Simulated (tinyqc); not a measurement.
Ionisation potential and affinity of a slab from the planar-averaged potential: one step. The potential line-up.

Parameters, chosen for this exercise (out of a larger set: gap near that of InAs; not measured data): h = 0.3 angstrom (grid step).

macroscopic average (eV): -2.20578  -2.95249  -3.60314  -4.04981  -4.28103  -4.38888  -4.44702  -4.47916  -4.49425  -4.49890  -4.49978  -4.49992  -4.49997  -4.49999  -4.50000  -4.50000  -4.50000  -4.49999  -4.49997  -4.49992  -4.49978  -4.49890  -4.49425  -4.47916  -4.44702  -4.38888  -4.28103  -4.05463  -3.61973  -2.98298  -2.25000  -1.51702  -0.88027  -0.44537  -0.21897  -0.11112  -0.05298  -0.02084  -0.00577  -0.00119  -0.00070  -0.00185  -0.00475  -0.01116  -0.02978  -0.07417  -0.16786  -0.38207  -0.81387  -1.45928

Task: Read the macroscopic average in the middle of each region, j = 15 and j = 40, and its slope in A by a central difference over two points each way.

Give: plateau in A; plateau in vacuum; dV = vacuum - A; slope in A.

Result:

plateau in A = -4.500 eV
plateau in vacuum = -0.001 eV
dV = vacuum - A = 4.499 eV
slope in A = 0.000 eV/angstrom

The plateaus are flat, so the line-up is well defined.

Program tinyqc; command `OMP_NUM_THREADS=1 python tinyqc.py 1850219 1850220 out.jsonl`; about 0.01 s on one thread of a shared Intel(R) Xeon(R) Processor @ 2.30GHz.
